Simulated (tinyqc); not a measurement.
Floating body of a partially depleted SOI transistor: body voltage and kink: one step of the calculation.

Source at 0 V. Channel current Ic = 2 nf K Vt^2 [F(0) - F(Vd)](1 + la Vd), F(V) = ln^2(1 + exp((Vg - VT - nf V)/(2 nf Vt))), VT = VT0 - gb Vb. Saturation voltage Vs = 2 Vt sqrt(F(0)) + 3 Vt, excess Ve = (Vd - Vs + sqrt((Vd - Vs)^2 + 0.0004 V^2))/2, multiplication M1 = Ai Ve exp(-Bl/Ve). Each junction passes D(v) = J1 (exp(v/Vt) - 1) + J2 (exp(v/(2 Vt)) - 1). Bipolar current Ib = bb J1 (exp(Vb/Vt) - 1). The body settles where M1 (Ic + Ib) = D(Vb) + D(Vb - Vd) + Vb/Rb; drain current Id = (1 + M1)(Ic + Ib) - D(Vb - Vd).

Task. New Vb. Current into the body I_in = M1 (Ic + Ib) - D(Vb - Vd), current out I_out = D(Vb) + Vb/Rb; f = ln(I_in/I_out), s = df/dVb by central differences over 1e-5 V, Vb(new) = Vb - f/s.

Inputs (values chosen for the exercise); values of the order met in partially depleted silicon-on-insulator transistors: temperature T = 330 K; threshold at zero body voltage VT0 = 0.52 V; fall of the threshold per volt of body voltage gb = 0.18; slope factor nf = 1.44; gain factor per width K = 230 uA/(V^2 um); channel-length modulation factor la = 0.07 1/V; impact-ionisation prefactor Ai = 2.43 1/V; impact-ionisation voltage Bl = 6 V; diffusion saturation current of each junction J1 = 5.2e-11 uA/um; recombination saturation current of each junction J2 = 1.1e-8 uA/um; gain of the lateral bipolar transistor on the diffusion current bb = 3; resistance of a weak body tie to the source (1e9 stands for no tie, and the term is then dropped) Rb = 1e9 kohm um; gate voltage Vg = 0.88 V; drain voltage Vd = 1.3 V.

Constants: q = 1.602176634e-19 C, kB = 1.380649e-23 J/K, Vt = kB T/q. Results are converted to the units shown.

Vb at the start = 0.51 V

Give: Ic; Ve; M1; I_in; I_out; f; s; Vb after iteration 1.

Result.

Ic = 17.81 uA/um
Ve = 0.9008 V
M1 = 0.002803
I_in = 0.04995 uA/um
I_out = 0.003283 uA/um
f = 2.722
s = -34.95 1/V
Vb after iteration 1 = 0.5879 V

Range of the model: The multiplication law is an empirical form chosen for the exercise; self-heating and capacitive coupling to the body are left out, and the linear laws are rough once Vb passes about 0.7 V or M1 about 0.1.

tinyqc, about 0.2 s, one thread, Intel Xeon 2.30GHz (shared host): `OMP_NUM_THREADS=1 python tinyqc.py 2182231 2182232 out.jsonl`
